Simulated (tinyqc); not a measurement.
Chemical shift by three methods: effective-mass impurity with a central-cell term, in a basis of Slater functions. Computed by tinyqc, a small Python program. Command: `OMP_NUM_THREADS=1 python tinyqc.py 3003162 3003163 out.jsonl centralcell walk`. One thread of a shared host (Intel(R) Xeon(R) Processor @ 2.30GHz), about 0.01 s of CPU time with the checks.

The envelope obeys H = -nabla^2 - (2/r) [Z + A exp(-kappa r)] in effective units, with kappa = a*/lambda; positive A deepens the well near the core.

Inputs (values chosen for the exercise, with screening close to that of germanium):
```
quantity,value,unit
effective mass m,0.226,m_0
dielectric constant eps,16.1,-
charge Z of the core,1,-
central-cell strength A,11,-
central-cell range lambda,0.71,angstrom
```

Impurity: acceptor, one isotropic band.

Constants: Ry = 13.605693123 eV; a_0 = 0.529177210903 angstrom.

Method:
- Units: Ry* = Ry m/eps^2 and a* = a_0 eps/m, with m in m_0.
- kappa = a*/lambda; the hydrogenic ground state is bound by Z^2 Ry*.
- For s functions exp(-zeta r), with s = zeta_i + zeta_j: S = 2/s^3, T = zeta_i zeta_j S, V = -2 Z/s^2, W = -2 A/(s + kappa)^2; each function is normalised by dividing by sqrt(S_ii S_jj).
- Large basis: zeta_i = 0.06 x 1.6^(i-1), i = 1..22, same formulas; for p functions r exp(-zeta r): S = 24/s^5, T = zeta_i zeta_j S (centrifugal term included), V = -12 Z/s^4, W = -12 A/(s + kappa)^4; overlap eigenvalues below 1e-11 are dropped.
- First order: shift = 8 A Z^3/(2 Z + kappa)^2 Ry*. One exponent: minimise zeta^2 - 2 Z zeta - 8 A zeta^3/(2 zeta + kappa)^2 by golden section on 0.2 to 6 Z. All shifts are the binding beyond Z^2 Ry*.

kappa = 53.0958 1/a*

Ry* = 11.8625 meV

hydrogenic binding energy = 11.8625 meV

Shift of the 1s binding energy (meV):
```
A,first order,one exponent,large basis
-11.00,-0.34389,-0.32411,-0.27368
-5.50,-0.17195,-0.16681,-0.15221
1.10,0.03439,0.03460,0.03532
2.75,0.08597,0.08734,0.09205
5.50,0.17195,0.17751,0.19826
11.00,0.34389,0.36715,0.47030
13.80,0.43143,0.46891,0.65307
```

What follows from these numbers?

The three columns are ordered, first order <= one exponent <= large basis, since each is a variational bound with more freedom. At the largest attractive A first order gives 66 % and one exponent 72 % of the shift; at the most repulsive A the true shift is -0.274 meV against -0.344. Attraction pulls the envelope in and feeds itself, repulsion pushes it out and saturates.

Extremes, crossings and ranges named in words are read from the listed rows.
